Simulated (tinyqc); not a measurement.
From results back to parameters: exchange-split free-electron bands and tunnelling magnetoresistance. Two cases, with inputs chosen for the exercise.

Problem. The electron density n_up + n_dn and the polarisation of the density of states, P = (k_up - k_dn)/(k_up + k_dn), are given; EF and Dx are hidden.

Majority and minority bands E = c k^2/m -/+ Dx/2, c = hbar^2/2m0, so k_up = sqrt(m (EF + Dx/2)/c), k_dn = sqrt(m (EF - Dx/2)/c); n_s = k_s^3/(6 pi^2), D_s = m k_s/(4 pi^2 c).

Constants: hbar^2/2m0 = 3.80998211 eV angstrom^2.

Find: k_up, k_dn; EF; Dx.

Method. k_dn/k_up = (1 - P)/(1 + P); n then fixes k_up; EF is the mean and Dx the difference of the two kinetic energies.

Case 1.

Values chosen: m = 1.36 m0 (mass in the electrodes).
n = 0.0987483 1/angstrom^3
P = 0.543951

Solution.

k_up, k_dn (1/angstrom): 1.7864  0.5277

EF = 4.86 eV
Dx = 8.16 eV

Case 2.

Values chosen: m = 1.08 m0 (mass in the electrodes).
n = 0.0297091 1/angstrom^3
P = 0.212566

Solution.

k_up, k_dn (1/angstrom): 1.1136  0.7232

EF = 3.11 eV
Dx = 2.53 eV

Computed by tinyqc, one run a case: `OMP_NUM_THREADS=1 python tinyqc.py N N+1 out.jsonl` with N = 1651580, 1651581; one thread of a shared Intel(R) Xeon(R) Processor @ 2.30GHz, about 0.01 s a run at most.
